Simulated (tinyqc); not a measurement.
From a target to a composition: model-solid line-up of a strained alloy layer on a substrate.

Problem. A layer of the alloy is strained to the substrate, and its gap (Ec minus the top valence edge) is given. Find x between 0.19 and 0.97, where the gap is monotonic.

All values of the alloy are linear in x but the gap, Eg(x) = (1 - x) Eg_A + x Eg_B - C x (1 - x), and the valence edge, Ev(x) = (1 - x) Ev_A + x Ev_B + fv C x (1 - x); Ec = Ev + Eg. Ev is the top of the unstrained valence band on a scale common to all materials. In the layer only the Gamma valley of the conduction band is followed, also where an X or L valley would lie lower.

Coherent growth on a (110) face: e_par = (a_s - a)/a, e_perp = -(C11 + 3 C12 - 2 C44)/(C11 + C12 + 2 C44) e_par; exx = eyy = (e_par + e_perp)/2, ezz = e_par, exy = (e_perp - e_par)/2, eyz = ezx = 0.

Strained edges: Ec + ac tr(e); the valence edges are Ev plus the levels of the 6 x 6 matrix of X, Y, Z times spin with -Dso/3 + l exx + m (eyy + ezz) on the diagonal (cyclic), n exy off it, l = av + 2 b, m = av - b, n = sqrt(3) d. Spin-orbit term (Dso/3) L.sigma on X, Y, Z with (L_k)_ij = -i epsilon_kij: <X+|H|Y+> = -i Dso/3, <X+|H|Z-> = Dso/3, <Y+|H|Z-> = -i Dso/3, <Z+|H|X-> = -Dso/3, <Z+|H|Y-> = i Dso/3, <X-|H|Y-> = i Dso/3, and their conjugates; + and - are the spin along z.

Parameters, chosen for this exercise (A near GaP, B near GaAs, substrate near GaAs; shifted at random, so the results belong to these values and not to a real crystal): a = (5.457, 5.658) angstrom (lattice constant of A, B); Eg = (2.885, 1.532) eV (gap at Gamma to the s-like level of A, B); Dso = (0.081, 0.338) eV (spin-orbit splitting of A, B); Ev = (-1.26, -0.81) eV (top of the unstrained valence band of A, B); ac = (-8.27, -7.2) eV (conduction deformation potential of A, B); av = (1.71, 1.17) eV (valence hydrostatic potential of A, B); b = (-1.62, -2.01) eV (tetragonal shear potential of A, B); d = (-4.54, -4.82) eV (trigonal shear potential of A, B); C11 = (142.2, 123.9) GPa (of A, B); C12 = (61.9, 56) GPa (of A, B); C44 = (71.1, 60.1) GPa (of A, B); C = 0.225 eV (bowing of the gap); fv = 0.2 (share of the bowing taken by the valence edge); a_s = 5.658 angstrom (substrate); face = 110 (growth face).

strained gap = 1.704862 eV

Find: x; e_par; gap of the relaxed alloy.

Solution. Bisect on x; the strained gap is 1.9884 eV at x = 0.19 and 1.5487 eV at x = 0.97.

x = 0.690
e_par = 1.114 %
gap of the relaxed alloy = 1.903 eV

(tinyqc, `OMP_NUM_THREADS=1 python tinyqc.py 1050599 1050600 out.jsonl`, Intel(R) Xeon(R) Processor @ 2.30GHz, 1 thread, shared host, about 0.02 s.)
